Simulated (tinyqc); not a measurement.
Changing the radial spring k2L: Born-von Karman spring model of a cubic crystal with one atom per cell. Computed by tinyqc, a small Python program. Command: `OMP_NUM_THREADS=1 python tinyqc.py 3007409 3007410 out.jsonl springs sweep`. One thread of a shared host (Intel(R) Xeon(R) Processor @ 2.30GHz), about 0.2 s of CPU time with the checks.

First neighbours lie at a/2 (1,1,0) (12 of them), second at a (1,0,0) (6), with all permutations and signs; the volume per atom is Omega = a^3/4.

Inputs (values chosen for the exercise, for a model crystal):
```
quantity               value           unit
lattice constant a       5.1       angstrom
atomic mass M            171              u
radial spring k1L       1.82  eV/angstrom^2
transverse spring k1T      0  eV/angstrom^2
transverse spring k2T      0  eV/angstrom^2
```

Lattice: fcc.

Constants: 1 eV/angstrom^3 = 160.2176634 GPa; u = 1.6605390666e-27 kg; hbar = 1.054571817e-34 J s; k_B = 1.380649e-23 J/K.

Method:
- [ij,kl] = (1/(2 Omega)) sum_R K_ij R_k R_l; C11 = [xx,xx], C44 = [xx,yy], C12 = 2 [xy,xy] - C44; B = (C11 + 2 C12)/3; Zener ratio A = 2 C44/(C11 - C12). K(R) = kL n n^T + kT (1 - n n^T).
- rho = M/Omega and v = sqrt(C/rho), with C = C11, C44, C44 along [100]; (C11 + C12 + 2 C44)/2, C44, (C11 - C12)/2 along [110]; (C11 + 2 C12 + 4 C44)/3 and twice (C11 - C12 + C44)/3 along [111].
- Christoffel matrix G_xx = C11 n_x^2 + C44 (1 - n_x^2), G_xy = (C12 + C44) n_x n_y, with eigenvalues rho v^2; v_m^-3 is the mean of v^-3 over three branches and all directions (12 Gauss-Legendre points in cos(theta) times 24 angles phi = (j + 1/2) pi/12); q_D = (6 pi^2/Omega)^(1/3); Theta = hbar v_m q_D/k_B.

One run for each value:
```
radial spring k2L (eV/angstrom^2)  C11 (GPa)  C44 (GPa)  Zener ratio A  C12 (GPa)  elastic Debye temperature (K)
-0.180                                  91.7      57.18          3.309      57.18                          204.7
0.023                                  117.2      57.18          1.904      57.18                          232.1
0.230                                  143.3      57.18          1.328      57.18                          250.8
0.430                                  168.4      57.18          1.028      57.18                          264.4
0.640                                  194.8      57.18          0.831      57.18                          275.7
0.840                                  219.9      57.18          0.703      57.18                          284.7
1.000                                  240.0      57.18          0.625      57.18                          290.9
1.300                                  277.7      57.18          0.519      57.18                          301.0
1.500                                  302.8      57.18          0.465      57.18                          306.8
```

Over the rows, C11 (GPa) rises from 91.7 to 303; C44 (GPa) does not change; Zener ratio A falls from 3.31 to 0.465. The second neighbours lie along the cube axes, so their radial spring enters C11 alone; the crystal is isotropic (A = 1) between k2L = 0.43 and 0.64.
